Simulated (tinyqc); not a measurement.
What moves the results: delta-doped layer in the Thomas-Fermi potential. A value that a table varies takes the place of the one given here.

All donors ionised in the plane z = 0, zero temperature, energies from the Fermi level EF of the Thomas-Fermi model, which lies at the bulk band edge; c = hbar^2/2m0, q = e^2/(4 pi eps0). Layer in a (001) plane: two valleys with m_z = ml, m_d = mt (unprimed) and four with m_z = mt, m_d = sqrt(ml mt) (primed); m3 = (ml mt^2)^(1/3), gv = 6. With n = (gv/3 pi^2)(m3 (-V)/c)^(3/2) and V'' = -(4 pi q/eps) n for z > 0, the solution is V = -b/(|z| + z0)^4 with sqrt(b) = 20/K, K = (4 pi q/eps)(gv/3 pi^2)(m3/c)^(3/2), and z0^5 = 4b/(e F0), e F0 = 2 pi q N/eps; 1e13/cm^2 = 1e-3/angstrom^2. Exchange and correlation are left out.

Subbands solve -(c/m_z) psi'' + V psi = E psi on 1280 points of spacing z0/80; up to ten levels for each group, kept if bound with an rms width below 2.5 z0.

Constants: hbar^2/2m0 = 3.80998211 eV angstrom^2; e^2/(4 pi eps0) = 14.39964547 eV angstrom.

Inputs chosen for the exercise (near those of a delta-doped layer in Si; the results hold for these values, not for the real material): ml = 0.934 m0 (longitudinal mass); mt = 0.192 m0 (transverse mass); eps = 12 (dielectric constant); Nl = (1.1, 2.2, 4.4, 7.7, 13, 22, 35) x 1e13/cm^2 (sheet densities); N = 11 x 1e13/cm^2 (donor sheet density).

## Doping density

The well, the lowest level and the filling anew; at zero temperature n_i = g m_d (mu - E_i)/(2 pi c), with mu fixed by sum n_i = N.

Results:
```
N (1e13/cm^2),z0 (angstrom),depth (eV),lowest (eV),next - lowest (eV),occupied,share of lowest (%)
1.1,31.9,0.0662,-0.0235,0.0119,2,32.7
2.2,27.8,0.1153,-0.0448,0.0215,3,31.2
4.4,24.2,0.2007,-0.0849,0.0383,3,29.5
7.7,21.6,0.3140,-0.1414,0.0605,3,28.2
13,19.5,0.4774,-0.2270,0.0923,3,27.0
22,17.5,0.7273,-0.3639,0.1403,4,25.8
35,16.0,1.0544,-0.5503,0.2023,4,24.7
```

How do the results move?

The depth grows as N^(4/5) and z0 shrinks as N^(-1/5): factors 15.9 and 2.00 for 32 times the doping. The lowest level deepens faster, with exponent 0.91, since the zero-point energy takes a smaller share of a deeper well (65 % falling to 48 %). The number of occupied subbands is 2 in the first row and 4 in the last. Depths beyond about 0.5 eV stretch parabolic valleys past their range. Up to N = 1.1 the donor spacing exceeds 1.5 Bohr radii (one radius, a0 eps/m with the density-of-states mass, is 20 angstrom), where a uniform sheet is a crude picture of discrete donors (beyond about three radii electrons stay on single donors).

## What each parameter does

z0, depth, lowest level and its rms width. Each row changes one parameter from the base and keeps the others.

Results:
```
case,z0 (angstrom),depth (eV),lowest (eV),rms z (angstrom)
base,20.15,0.4177,-0.1953,4.74
N = 6.6 x 1e13/cm^2,22.31,0.2776,-0.1229,5.80
eps = 10.8,18.91,0.4357,-0.1992,4.64
ml = 1.074 m0,19.59,0.4062,-0.1926,4.49
mt = 0.163 m0,21.51,0.4460,-0.2189,4.61
```

What does this show?

The largest shifts from the base row, up to three for each result and ties (the steps differ in size, so this ranks the rows, not the parameters). z0 (angstrom): N +2.17, mt +1.36, eps -1.23. depth (eV): N -0.1401, mt +0.0283, eps +0.0180. lowest (eV): N +0.0724, mt -0.0237, eps -0.0040. rms z (angstrom): N +1.06, ml -0.25, mt -0.13.

(tinyqc, `OMP_NUM_THREADS=1 python tinyqc.py 1282669 1282670 out.jsonl`, Intel(R) Xeon(R) Processor @ 2.30GHz, 1 thread, shared host, about 0.1 s.)
